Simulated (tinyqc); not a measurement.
Vacuum evaporation: vapour pressure, source flux, thickness distribution, purity and step coverage: one step, computed by the program tinyqc.

Molecular flow, unit sticking of the metal, no re-evaporation. The background gas is taken as water vapour (18.015 g/mol, collision diameter 0.37 nm) at 300 K.

Problem. Scattering and purity. Mean free path lambda = k_B T_g/(sqrt2 pi d^2 p); unscattered share exp(-h/lambda); gas arrival p/sqrt(2 pi m_g k_B T_g); impurity ratio = sticking x gas arrival/metal arrival; monolayer time = 1e15 cm^-2/(sticking x gas arrival).

Inputs (values chosen for the exercise, modelled on gold, with constants for the liquid): source temperature T = 1570 K; source-to-wafer distance h = 60 cm; background pressure p = 2e-07 Pa; sticking of background gas = 0.4.

arrival rate at the centre = 1.534662e+12 1/(cm^2 s)

Constants: k_B = 1.380649e-23 J/K; u = 1.6605390666e-27 kg.

Give: mean free path; unscattered share; gas arrival rate; impurity ratio; monolayer time.

Solution.

mean free path = 34049 m

unscattered share = 0.99998

gas arrival rate = 7.1680e+11 1/(cm^2 s)

impurity ratio = 0.18683

monolayer time = 3487.7 s

The gas that sticks amounts to more than a tenth of the metal, although few metal atoms scatter on the way: purity, not the free path, sets the vacuum needed.
